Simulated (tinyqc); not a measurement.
What each parameter does: six-band hole subbands of a thin body in a field.

Basis X, Y, Z times spin, hole energies counted downwards from the unstrained edge (the hydrostatic shift is left out), c = hbar^2/2m0. For a symmetric tensor T let C(T) have C_XX = L Txx + M (Tyy + Tzz), C_XY = N Txy (cyclic), L = c (g1 + 4 g2), M = c (g1 - 2 g2), N = 6 c g3. k = q + kz n, n the unit normal, q = k1 u + k2 v with u along the channel [1-10] and v = n x u. H = C(k k^T) + (Dso/3)(1 - L.sigma) - B + e F z with (L_k)_ij = -i epsilon_kij; B is the block C built from the traceless strain with 2b, -b and sqrt(3) d in place of L, M, N. Strain: exx = eyy = (s11 + s12) sx/2, ezz = s12 sx, exy = -s44 sx/4. Hard walls at z = 0 and t; basis sin(j pi z/t), j = 1 to Nz: kz^2 = (j pi/t)^2, kz = -i D with D_jl = 4 j l/(t (j^2 - l^2)), z_jj = t/2 and z_jl = -8 t j l/(pi (j^2 - l^2))^2 for j + l odd; 1 MV/cm = 0.01 eV/angstrom.

Nz = 14. E1 is the top subband at q = 0, gap the distance to the next pair, and the masses are c q^2/(E(q) - E1) at |q| = 0.02 1/angstrom (mean of the spin pair) along the channel [1-10] and across it in the plane; a dash marks a band that does not rise.

Constants: hbar^2/2m0 = 3.80998211 eV angstrom^2.

Parameters, chosen for this exercise (near those of a p-type Si channel; not measured data):
- g1 = 4.28 (Luttinger gamma1)
- g2 = 0.34 (gamma2)
- g3 = 1.44 (gamma3)
- Dso = 0.045 eV (spin-orbit splitting)
- b = -2.1 eV (tetragonal potential)
- d = -4.74 eV (trigonal potential)
- S = (7.8, -2.11, 12.55) 1/TPa (compliances s11, s12, s44)
- face = 110 (surface)
- t = 95 angstrom (body thickness)
- F = 0.2 MV/cm (field across the body)
- sx = -1.5 GPa (stress along the channel [1-10], negative in compression)

Six bands.

Results for these values:
```
case  E1 (meV)  gap (meV)  m channel (m0)  m across (m0)
base      -2.3       29.2           0.115          0.278
```

What happens to each result for t = 105 angstrom, all else kept?

Answer: E1 does not change at the printed digits; gap does not change at the printed digits; m channel does not change at the printed digits; m across does not change at the printed digits.

The same for each parameter in turn:
```
case              E1 (meV)  gap (meV)  m channel (m0)  m across (m0)
base                  -2.3       29.2           0.115          0.278
t = 105 angstrom      -2.3       29.2           0.115          0.278
F = 0.5 MV/cm         31.0       53.5           0.115          0.278
sx = -2 GPa          -20.1       29.2           0.114          0.278
g3 = 1.34              7.4       36.8           0.119          0.278
g2 = 0.39             -0.3       30.7           0.115          0.286
Dso = 0.068 eV         3.2       29.4           0.115          0.279
d = -3.79 eV           5.4       29.2           0.115          0.279
```

(tinyqc, `OMP_NUM_THREADS=1 python tinyqc.py 1280404 1280405 out.jsonl`, Intel(R) Xeon(R) Processor @ 2.30GHz, 1 thread, shared host, about 0.4 s.)
